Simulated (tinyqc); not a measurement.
Inside a calculation. Method: UHF in the sto-3g basis, for H4, spin multiplicity 3. This run ends on a higher stationary point, not on the lowest solution. One step of it, computed by the program tinyqc.

Problem. Iteration 1: diagonalisation and new density. Diagonalise F' = X^T F X, C = X C', fill 3 alpha and 1 beta electrons from the bottom; D(s) = C_occ C_occ^T. Each column has its largest component positive (the first on a tie).

F(alpha) (hartree), order 1H 1s, 2H 1s, 3H 1s, 4H 1s:
```
[[-0.300880, -0.232080, -0.007343, -0.000540],
 [-0.232080, -0.303142, -0.066153, -0.007343],
 [-0.007343, -0.066153, -0.303142, -0.232080],
 [-0.000540, -0.007343, -0.232080, -0.300880]]
```

F(beta) (hartree), order 1H 1s, 2H 1s, 3H 1s, 4H 1s:
```
[[0.101677, -0.106339, -0.003370, -0.000195],
 [-0.106339, 0.100634, -0.034404, -0.003370],
 [-0.003370, -0.034404, 0.100634, -0.106339],
 [-0.000195, -0.003370, -0.106339, 0.101677]]
```

X, order 1H 1s, 2H 1s, 3H 1s, 4H 1s:
```
[[-0.535509, 0.593442, 0.489633, 0.414639],
 [0.616541, -0.516627, 0.425280, 0.476290],
 [-0.616541, -0.516627, -0.425280, 0.476290],
 [0.535509, 0.593442, -0.489633, 0.414639]]
```

Give: F' = X^T F X; orbital energies; coefficients C; F' = X^T F X; orbital energies; coefficients C; D(alpha) after iteration 1; D(beta) after iteration 1.

Solution.

F' = X^T F X (alpha) (hartree):
```
[[-0.0556, 0.0000, -0.0001, 0.0000],
 [0.0000, -0.1158, 0.0000, 0.0006],
 [-0.0001, 0.0000, -0.4169, 0.0000],
 [0.0000, 0.0006, 0.0000, -0.4603]]
```

orbital energies (alpha) (hartree): [-0.4603, -0.4169, -0.1158, -0.0556]

coefficients C (alpha), order 1H 1s, 2H 1s, 3H 1s, 4H 1s:
```
[[0.4135, 0.4895, 0.5942, -0.5356],
 [0.4772, 0.4255, -0.5158, 0.6164],
 [0.4772, -0.4255, -0.5158, -0.6164],
 [0.4135, -0.4895, 0.5942, 0.5356]]
```

F' = X^T F X (beta) (hartree):
```
[[0.2971, 0.0000, 0.0021, 0.0000],
 [0.0000, 0.2414, 0.0000, 0.0023],
 [0.0021, 0.0000, 0.0119, 0.0000],
 [0.0000, 0.0023, 0.0000, -0.0217]]
```

orbital energies (beta) (hartree): [-0.0217, 0.0119, 0.2414, 0.2971]

coefficients C (beta), order 1H 1s, 2H 1s, 3H 1s, 4H 1s:
```
[[0.4094, 0.4936, 0.5971, -0.5318],
 [0.4809, 0.4207, -0.5124, 0.6197],
 [0.4809, -0.4207, -0.5124, -0.6197],
 [0.4094, -0.4936, 0.5971, 0.5318]]
```

D(alpha) after iteration 1, order 1H 1s, 2H 1s, 3H 1s, 4H 1s:
```
[[0.7637, 0.0992, -0.3174, 0.2845],
 [0.0992, 0.6748, 0.3127, -0.3174],
 [-0.3174, 0.3127, 0.6748, 0.0992],
 [0.2845, -0.3174, 0.0992, 0.7637]]
```

D(beta) after iteration 1, order 1H 1s, 2H 1s, 3H 1s, 4H 1s:
```
[[0.1676, 0.1968, 0.1968, 0.1676],
 [0.1968, 0.2312, 0.2312, 0.1968],
 [0.1968, 0.2312, 0.2312, 0.1968],
 [0.1676, 0.1968, 0.1968, 0.1676]]
```
